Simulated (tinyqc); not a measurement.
Inputs raised by 2 %, one at a time: non-radiative capture by multiphonon emission, one effective mode. Computed by tinyqc, a small Python program. Command: `OMP_NUM_THREADS=1 python tinyqc.py 3018146 3018147 out.jsonl capture sens`. One thread of a shared host (Intel(R) Xeon(R) Processor @ 2.30GHz), about 0.04 s of CPU time with the checks.

The initial state (free carrier plus empty centre) lies dE above the final state; both have the same frequency and are displaced by dQ.

Inputs (values chosen for the exercise, with mass, screening and phonons like those of GaN):

| quantity | value | unit |
|---|---|---|
| energy released dE | 0.278 | eV |
| phonon energy hbar omega | 46.5 | meV |
| Huang-Rhys factor S | 3.02 | - |
| electron-phonon coupling W | 0.0058 | eV/(u^(1/2) angstrom) |
| cell volume V | 1840 | angstrom^3 |
| degeneracy g | 2 | - |
| broadening b | 37 | meV |
| carrier mass m | 1.39 | m_0 |
| temperature T | 300 | K |
| defect density N_t | 4e+13 | cm^-3 |

Centre: neutral.

Constants: hbar^2/u = 4.18015928e-03 eV angstrom^2; k_B = 8.617333262e-05 eV/K; hbar = 6.582119569e-16 eV s; k_B = 1.380649e-23 J/K; m_0 = 9.1093837015e-31 kg.

Method:
- dQ = sqrt(2 S (hbar^2/u)/hbar omega); relaxation energy lambda = S hbar omega; phonons needed P = dE/hbar omega; classical barrier E_b = (dE - lambda)^2/(4 lambda); occupation n = 1/(exp(hbar omega/k_B T) - 1).
- Huang-Rhys weight for a net emission of p phonons: L_p = exp(-S (2n + 1)) ((n + 1)/n)^(p/2) I_p(2 S sqrt(n (n + 1))), I_p the modified Bessel function.
- M_p = sum_m w_m <m_i|Q|(m + p)_f>^2 with Q counted from the final minimum and Boltzmann weights w_m for m = 0..24; <m_i|Q|k_f> = sqrt((hbar^2/u)/(2 hbar omega)) [sqrt(k) <m|k-1> + sqrt(k+1) <m|k+1>], with overlaps of oscillators displaced by d = sqrt(2 S) summed on 1500 points from -16 to 16 + d.
- The delta function is a Gaussian of standard deviation b at dE - p hbar omega.
- C_0 = V (2 pi/hbar) g W^2 sum_p M_p Gaussian_p. The sum runs over the seven p from round(P) - 3 to round(P) + 3; 1 angstrom^3 = 1e-24 cm^3.
- For a neutral centre the Sommerfeld factor is 1.
- C = s C_0; v = sqrt(3 k_B T/m); sigma = C/v; tau = 1/(C N_t).

Runs:

| input moved | from | to | capture coefficient C (cm^3/s) | cross-section sigma (cm^2) | classical barrier E_b (eV) | capture time (s) |
|---|---|---|---|---|---|---|
| base run | - | - | 1.9222e-09 | 1.9404e-16 | 0.033692 | 1.3006e-05 |
| energy released dE (eV) | 0.278 | 0.28356 | 1.8398e-09 | 1.8572e-16 | 0.036470 | 1.3588e-05 |
| Huang-Rhys factor S | 3.02 | 3.0804 | 1.9932e-09 | 2.0120e-16 | 0.031696 | 1.2543e-05 |
| electron-phonon coupling W (eV/(u^(1/2) angstrom)) | 0.0058 | 0.005916 | 1.9999e-09 | 2.0188e-16 | 0.033692 | 1.2501e-05 |
| temperature T (K) | 300 | 306 | 1.9319e-09 | 1.9310e-16 | 0.033692 | 1.2940e-05 |
| carrier mass m (m_0) | 1.39 | 1.4178 | 1.9222e-09 | 1.9597e-16 | 0.033692 | 1.3006e-05 |
| defect density N_t (cm^-3) | 4e+13 | 4.08e+13 | 1.9222e-09 | 1.9404e-16 | 0.033692 | 1.2751e-05 |

Exponents ln(y'/y) / ln(x'/x):

| input | capture coefficient C | cross-section sigma | classical barrier E_b | capture time |
|---|---|---|---|---|
| energy released dE | -2.213 | -2.213 | 4.002 | 2.213 |
| Huang-Rhys factor S | 1.830 | 1.830 | -3.083 | -1.830 |
| electron-phonon coupling W | 2.000 | 2.000 | 0.000 | -2.000 |
| temperature T | 0.255 | -0.245 | 0.000 | -0.255 |
| carrier mass m | 0.000 | 0.500 | 0.000 | 0.000 |
| defect density N_t | 0.000 | 0.000 | 0.000 | -1.000 |

Which inputs matter most for each result?

Among the inputs moved here: capture coefficient C answers most in size to energy released dE (exponent -2.213), next to electron-phonon coupling W (+2.000); its exponent is below 0.0005 for carrier mass m, defect density N_t. Its exponent +2.000 in electron-phonon coupling W: the golden rule, C goes as W^2. Cross-section sigma answers most in size to energy released dE (exponent -2.213), next to electron-phonon coupling W (+2.000); its exponent is below 0.0005 for defect density N_t. Classical barrier E_b answers most in size to energy released dE (exponent +4.002), next to Huang-Rhys factor S (-3.083); its exponent is below 0.0005 for electron-phonon coupling W, temperature T, carrier mass m, defect density N_t. Capture time answers most in size to energy released dE (exponent +2.213), next to electron-phonon coupling W (-2.000); its exponent is below 0.0005 for carrier mass m. Its exponent -1.000 in defect density N_t: tau = 1/(C N_t).

Extremes, crossings and ranges named in words are read from the listed rows.
